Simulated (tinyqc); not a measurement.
Inside a calculation. Model: metal-interlayer-semiconductor contact, depinning against tunnelling resistance.

Computed by the program tinyqc: `OMP_NUM_THREADS=1 python tinyqc.py 2270053 2270054 out.jsonl`, one thread of a shared Intel Xeon 2.30GHz, about 0.02 s for the whole run. Printed values are rounded.

Zero bias, n-type semiconductor. Gap states at the semiconductor surface thin out as exp(-be ti), which unpins the barrier; electrons must then cross the interlayer (a rectangular barrier, no voltage drop across it) and the parabolic depleted layer, both by WKB. Energies E are counted from the Fermi level; no image force, parabolic bands.

Parameters, values chosen for the exercise; semiconductor values close to those of silicon; interlayer mass of the order of that in aluminium oxide, offset chosen freely:
- T = 300 K (temperature)
- Eg = 1.12 eV (band gap)
- eps_r = 11.9 (relative permittivity)
- chi = 4.2 eV (electron affinity)
- Nc = 2.8e19 cm^-3 (conduction-band density of states at T)
- mt = 0.194 m0 (tunnelling mass in the semiconductor)
- mA = 2.03 m0 (Richardson mass)
- Nd = 7.4e19 cm^-3 (donor density)
- E0 = 0.35 eV (charge-neutrality level above the valence band)
- S0 = 0.26 (pinning factor without interlayer)
- phiM = 4.22 eV (metal work function)
- ti = 0.4 nm (interlayer thickness)
- dE = 2.48 eV (conduction-band offset of the interlayer above the semiconductor)
- mi = 0.34 m0 (tunnelling mass in the interlayer)
- be = 5.3 1/nm (decay constant of gap states through the interlayer)

Constants: q = 1.602176634e-19 C, kB = 1.380649e-23 J/K, eps0 = 8.8541878128e-12 F/m, hbar = 1.054571817e-34 J s, h = 6.62607015e-34 J s, m0 = 9.1093837015e-31 kg, Vt = kB T/q, hbar^2/(2 m0) = 0.0380998212 eV nm^2. Results are converted to the units shown.

Range of the model: The depletion charge would drop about 0.13 V across such an interlayer (eps_r near 9) at ti = 0.4 nm and Nd = 7.4e19 cm^-3, against a band bending of 0.26 V; this model leaves that drop out.

## Pinning, barrier and scales

S = 1/(1 + (1/S0 - 1) exp(-be ti)); phiB = S (phiM - chi) + (1 - S)(Eg - E0); xi = Ec - EF deep inside, from Nd = Nc F(-xi/Vt), F(x) = (2/sqrt(pi)) int_0^infinity sqrt(u) du/(1 + exp(u - x)); band bending U = phiB - xi; E00 = (hbar/2) sqrt(Nd/(eps0 eps_r mt m0)) in volts; A = 4 pi q mA m0 kB^2/h^3.

S = 0.745363
phiB = 0.210978 eV
xi = -0.0484521 eV
U = 0.259430 eV
E00 = 0.105116 eV
A = 243.952 A/(cm^2 K^2)

The interlayer moves the barrier from 0.575 eV to 0.211 eV; the unpinned limit is phiM - chi = 0.0200 eV. E00/Vt = 4.07: by the usual rule of thumb (0.5 to 5) thermionic-field emission.

## Exponents and integrand on an energy grid

E, point 0 to 12 (eV): -0.04  -0.0175  0.005  0.0275  0.05  0.0725  0.095  0.1175  0.14  0.1625  0.185  0.2075  0.23

With U = phiB - xi: for xi < E < phiB, y = (E - xi)/U and G1 = (U/E00) [sqrt(1 - y) - y ln((1 + sqrt(1 - y))/sqrt(y))], G1 = 0 above phiB; G2 = 2 ti sqrt(mi max(phiB + dE - E, 0)/C), C = hbar^2/(2 m0); f = 1/(1 + exp(E/Vt)); integrand exp(-G1 - G2) f.

```
point       G1       G2           f  integrand (1e-3)
0      2.23477  3.94936    0.824519           1.70007
1      1.80822  3.93306    0.663053           2.12883
2      1.47351  3.91669    0.451798           2.06069
3      1.19079  3.90025    0.256594           1.57847
4      0.94627  3.88374    0.126299           1.00868
5      0.73302  3.86716   0.0570855           0.57371
6      0.54717  3.85051   0.0247284           0.30430
7      0.38651  3.83379   0.0105075           0.15440
8      0.25013  3.81699  0.00442768           0.07583
9      0.13832  3.80012  0.00185914           0.03621
10     0.05323  3.78318  7.79468e-4           0.01681
11     0.00256  3.76615  3.26597e-4           0.00754
12     0.00000  3.74906  1.36808e-4           0.00322
```

## Contact resistivity

1/rho_c = (A T^2/Vt^2) I, with I the trapezoid sum of the integrand over the grid.

I = 1.97935e-4 eV
rho_c = 1.5379e-7 ohm cm^2

A fine grid from xi upwards gives rho_c = 1.433e-7 ohm cm^2; the coarse value is 7.3 % above it. The integrand peaks at E = -0.0092 eV, and 0.082 % of the current flows above phiB. Tunnelling through the interlayer costs a factor of 50.0 at this barrier height; the bare contact (ti = 0) has rho_c = 6.86e-8 ohm cm^2, so with the interlayer rho_c is 2.09 times that.
